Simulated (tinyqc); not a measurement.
Worked calculation: Hubbard ring of 4 sites. Computed by tinyqc, a small Python program that keeps every step. Settings: hopping = 1.31, U = 2.6, mixing = 0.2, iteration cap = 63. Command: `OMP_NUM_THREADS=1 python tinyqc.py 24041 24042 out.jsonl` (the two numbers bound the seeds that draw the settings). One thread of a shared host (Intel(R) Xeon(R) Processor @ 2.60GHz), about 0.2 s of CPU time with the checks.

one-body matrix (hopping and site energies) (eV), lower triangle:
```
           1          2          3         4
1  -0.290000
2  -1.310000  -0.900000
3   0.000000  -1.310000  -0.720000
4  -1.310000   0.000000  -1.310000  0.350000
```

U = 2.600000 eV

electrons, up and down: 3  2

n(up) at the start (a guess, not normalised): 1 1.000000, 2 0.300000, 3 1.000000, 4 0.300000

n(down) at the start (a guess): 1 0.050000, 2 0.950000, 3 0.050000, 4 0.950000

Each step fills the lowest levels of T + U n(other spin) and sets n(new) = n + mixing (n(out) - n); stop when output and input agree to 1e-8.

Course of the cycle:
```
iteration       E (eV)  largest |n(out) - n(in)|  mean |n_up - n_down|
1          -3.30549137                  5.57e-01              0.440728
2          -3.34210735                  4.36e-01              0.426722
3          -3.36731245                  3.42e-01              0.414417
4          -3.38454049                  2.69e-01              0.403734
5          -3.39630349                  2.13e-01              0.396563
6          -3.40435938                  1.68e-01              0.391567
7          -3.40990701                  1.34e-01              0.387380
8          -3.41375360                  1.06e-01              0.383825
9          -3.41644068                  8.48e-02              0.380767
10         -3.41833225                  6.78e-02              0.378107
11         -3.41967421                  5.42e-02              0.375770
...                ...                       ...                   ...
53         -3.42342215                  6.35e-04              0.351673
54         -3.42342251                  5.93e-04              0.351590
55         -3.42342283                  5.53e-04              0.351513
56         -3.42342311                  5.16e-04              0.351441
57         -3.42342335                  4.82e-04              0.351374
58         -3.42342357                  4.50e-04              0.351311
59         -3.42342375                  4.20e-04              0.351252
60         -3.42342391                  3.92e-04              0.351198
61         -3.42342405                  3.66e-04              0.351146
62         -3.42342418                  3.42e-04              0.351098
63         -3.42342429                  3.20e-04              0.351053
```

Can the last value be used, and what does the course show?

Not by the stop rule, although the second column moves by less than 1e-06 over the last three steps. Not converged within 63 iterations: the residual falls steadily but slowly, by a factor of about 0.93 a step. The lowest mean-field energy found from random starts is -3.56525 eV. Reruns (cap 100 unless said): mixing 0.5: converged in 83 to a higher stationary point (E = -3.42343); mixing 0.9: converged in 43 to a higher stationary point (E = -3.42343); the original settings with a cap of 400: converged in 218 to a higher stationary point (E = -3.42343).
